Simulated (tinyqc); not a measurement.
Polar nitride quantum well with polarisation fields: one step. Estimate from two triangular wells. Two cases, with inputs chosen for the exercise.

Problem. For a strong field: E = Eg - |e F_w| Lw + a0 (c (e F_w)^2)^(1/3) (me^(-1/3) + mh^(-1/3)), a0 = 2.338107, hard walls, c = hbar^2/2m0, 1 MV/cm = 0.01 V/angstrom.

Constants: hbar^2/2m0 = 3.80998211 eV angstrom^2.

Give: electron term; hole term; E.

Case 1.

Values chosen (near those of an InGaN well in GaN; not measured data):
- Eg = 2.321 eV (gap of the well)
- Lw = 34 angstrom (well width)
- me = 0.161 m0 (electron, well)
- mh = 1.92 m0 (hole, everywhere)
- Vc = 0.761 eV (conduction offset)
- Vv = 0.358 eV (valence offset)

F_w = -2.86937 MV/cm

Results:
```
case             E_e (eV)   E_h (eV)  <z>_e    <z>_h  overlap^2    E (eV)       nm
no field         0.107544   0.013046  0.000    0.000    0.96832  2.441591  507.801
built-in field  -0.040213  -0.284703  9.307  -13.413   0.020027  1.996084  621.137
```

Solution.

electron term = 0.6292 eV
hole term = 0.2754 eV
E = 2.2499 eV

Both terms lie below the drop across the well, but the estimate also takes the near wall as infinitely high. Against the grid result 1.9961 eV the estimate errs by +254 meV: +182 from the electron and +72 from the hole, since hard walls stand in for offsets of 0.761 and 0.358 eV into which the carriers leak.

Case 2.

Values chosen (near those of a GaN well in AlN; not measured data):
- Eg = 3.44 eV (gap of the well)
- Lw = 44 angstrom (well width)
- me = 0.2 m0 (electron, well)
- mh = 1.32 m0 (hole, everywhere)
- Vc = 1.85 eV (conduction offset)
- Vv = 0.87 eV (valence offset)

F_w = -5.49044 MV/cm

Results:
```
case             E_e (eV)   E_h (eV)   <z>_e    <z>_h   overlap^2    E (eV)       nm
no field         0.069216   0.012541   0.000    0.000     0.99333  3.521757  352.052
built-in field  -0.522746  -0.832358  15.050  -18.227  2.3453e-05  2.084896  594.678
```

Solution.

electron term = 0.9021 eV
hole term = 0.4809 eV
E = 2.4072 eV

Both terms lie below the drop across the well, but the estimate also takes the near wall as infinitely high. Against the grid result 2.0849 eV the estimate errs by +322 meV: +217 from the electron and +105 from the hole, since hard walls stand in for offsets of 1.85 and 0.87 eV into which the carriers leak.

Computed by tinyqc, one run a case: `OMP_NUM_THREADS=1 python tinyqc.py N N+1 out.jsonl` with N = 1282549, 1282629; one thread of a shared Intel(R) Xeon(R) Processor @ 2.30GHz, about 0.08 s a run at most.
